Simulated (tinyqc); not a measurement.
CMOS inverter, nodal equation and switching: two steps of the calculation.

An n-channel pull-down (bn, VTn) and a p-channel pull-up (bp, VTp) share the input Vin and the output node Vout, which carries the load C. Transistor (EKV form, voltages against the body): I = 2 n b Vt^2 [F(vp - Vs) - F(vp - Vd)] from drain to source, F(v) = ln^2(1 + exp(v/(2 Vt))), vp = (Vg - VT + sg |Vd - Vs|)/n. n-channel bodies are at 0; for the p-channel device all voltages are counted down from Vdd. b in uA/V^2 gives I in uA. Static: In = Ip. Transient: C dVout/dt = Ip - In. No velocity saturation, no gate capacitance beyond C.

Parameters, values chosen for the exercise:
- T = 300 K (temperature)
- Vdd = 0.4 V (supply voltage)
- n = 1.17 (slope factor)
- sg = 0.041 (drain-induced barrier lowering)
- VTn = 0.26 V (n-channel threshold)
- VTp = 0.34 V (p-channel threshold (magnitude))
- bn = 420 uA/V^2 (gain factor of the pull-down transistor)
- bp = 420 uA/V^2 (gain factor of the pull-up transistor)
- Vin = 0.2 V (input voltage)

Constants: q = 1.602176634e-19 C, kB = 1.380649e-23 J/K, Vt = kB T/q. Results are converted to the units shown.

Problem 1. Output voltage by Newton steps. f = In - Ip at (Vin, Vout); G = df/dVout by a central difference with +/- 1e-6 V; Vout(new) = Vout - f/G, the step limited to +/- 0.1 V.

Vout after iteration 1 = 0.1 V

Wanted: In; Ip; G; Vout after iteration 2.

Solution 1.

In = 0.07134 uA
Ip = 0.008585 uA
G = 0.1698 uS
Vout after iteration 2 = 0 V

Problem 2. Switching point and noise margins. VM solves In = Ip with Vin = Vout. VIL and VIH are the inputs at which the gain is -1; NML = VIL - Vout(VIH), NMH = Vout(VIL) - VIH.

Give: VM; gain at VM; VIL; VIH; NML; NMH.

Solution 2.

VM = 0.1616 V
gain at VM = -23.48
VIL = 0.1364 V
VIH = 0.1836 V
NML = 0.1224 V
NMH = 0.2024 V

VM lies 38 mV below Vdd/2, and the high margin is the larger one. With both transistors saturated the size of the gain tends to 1/sg = 24.4; here it is 3.7 % below that.

Numbers from tinyqc (`OMP_NUM_THREADS=1 python tinyqc.py 2340091 2340092 out.jsonl`; about 0.04 s on one thread of a shared Intel Xeon 2.30GHz).
